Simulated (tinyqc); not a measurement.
What each parameter does: Shockley state of an s-p chain by decimation.

Each site has s at -d/2 and p at +d/2: H0 = diag(-d/2, d/2). The block to the next site on the right is H1 = [[-ts, u], [-u, tp]] (rows s, p of site n; columns s, p of site n + 1). Bulk: H(k) = [[-d/2 - 2 ts cos k, 2i u sin k], [-2i u sin k, d/2 + 2 tp cos k]]. The bands are inverted at k = pi if d < 2 (ts + tp).

Decimation (Sancho-Rubio) at z = E + i eta: start with es = e = H0, A = H1, B = H1^T. Each round forms g = (z - e)^-1 and sets es += A g B, e += A g B + B g A, A = A g A, B = B g B, doubling the length covered. Stop when all |A| < 1e-10. Surface G = (z - es)^-1, bulk G = (z - e)^-1; densities -Im tr G/pi.

Inputs chosen for the exercise:
- d = 3.78 eV (Ep - Es)
- ts = 1.3 eV (s-s hopping)
- tp = 1.65 eV (p-p hopping)
- u = 0.57 eV (s-p hopping)
- E = 0.58 eV (energy)
- eta = 0.02 eV (broadening)

Gap edges from 201 k points between 0 and pi, and the surface density at E by decimation.

Results for these values:

| case | top of lower band (eV) | bottom of upper band (eV) | surface density (1/eV) |
|---|---|---|---|
| base | -1.0769 | 0.5497 | 0.1190 |

What happens to each result for d = 4.158 eV, all else kept?

Answer: top of lower band rises from -1.0769 to -1.0193; bottom of upper band falls from 0.5497 to 0.4394; surface density rises from 0.1190 to 0.1513.

The same for each parameter in turn:

| case | top of lower band (eV) | bottom of upper band (eV) | surface density (1/eV) |
|---|---|---|---|
| base | -1.0769 | 0.5497 | 0.1190 |
| d = 4.158 eV | -1.0193 | 0.4394 | 0.1513 |
| ts = 1.43 eV | -1.0098 | 0.6971 | 0.0156 |
| tp = 1.815 eV | -1.2115 | 0.4899 | 0.1736 |
| u = 0.627 eV | -1.1519 | 0.6045 | 0.0341 |
| eta = 0.04 eV | -1.0769 | 0.5497 | 0.1178 |

The base chain is inverted, so a surface state lies in the gap; E lies in the upper band.

tinyqc: `OMP_NUM_THREADS=1 python tinyqc.py 1481247 1481248 out.jsonl`; about 0.2 s, one thread, shared Intel(R) Xeon(R) Processor @ 2.30GHz.
